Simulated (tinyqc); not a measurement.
Inside a calculation. Method: inverse iteration on a symmetric matrix. Computed by tinyqc, a small Python program that keeps every step. Settings: method = inverse, shift = 0.91. Command: `OMP_NUM_THREADS=1 python tinyqc.py 25254 25255 out.jsonl` (the two numbers bound the seeds that draw the settings). One thread of a shared host (Intel(R) Xeon(R) Processor @ 2.60GHz), about 0.01 s of CPU time with the checks.

A:
```
,1,2,3,4,5,6
1,0.121000,0.064000,0.500000,-0.607000,-0.363000,-0.389000
2,0.064000,0.624000,-0.311000,-0.566000,0.147000,-0.659000
3,0.500000,-0.311000,1.702000,-0.458000,0.079000,0.076000
4,-0.607000,-0.566000,-0.458000,1.930000,0.284000,-0.467000
5,-0.363000,0.147000,0.079000,0.284000,2.043000,-0.046000
6,-0.389000,-0.659000,0.076000,-0.467000,-0.046000,2.728000
```

Stop when the residual |A v - lambda v| is below 1e-9.

Steps:
```
step,lambda,residual
1,0.56154666,9.83e-01
2,0.57641622,9.02e-01
3,0.63483848,8.52e-01
4,0.72574864,8.24e-01
5,0.83744932,8.06e-01
6,0.95741033,7.84e-01
7,1.07517194,7.51e-01
8,1.18344531,7.06e-01
9,1.27803787,6.50e-01
10,1.35734318,5.90e-01
11,1.42164972,5.27e-01
12,1.47241894,4.65e-01
13,1.51166589,4.07e-01
14,1.54151540,3.54e-01
15,1.56393745,3.06e-01
16,1.58062345,2.63e-01
17,1.59295452,2.26e-01
18,1.60202033,1.94e-01
19,1.60866026,1.65e-01
20,1.61350990,1.41e-01
21,1.61704476,1.21e-01
22,1.61961747,1.03e-01
23,1.62148789,8.77e-02
24,1.62284666,7.47e-02
25,1.62383317,6.37e-02
26,1.62454913,5.42e-02
27,1.62506856,4.62e-02
28,1.62544534,3.93e-02
29,1.62571860,3.35e-02
30,1.62591676,2.85e-02
```

Can the last value be used, and what does the course show?

Not by the stop rule. Not converged in 30 steps: the residual falls only by the ratio of the two smallest distances of eigenvalues from the shift, 0.85 a step. all eigenvalues, for comparison: -0.280930  0.068552  1.626439  2.021875  2.618023  3.094042.
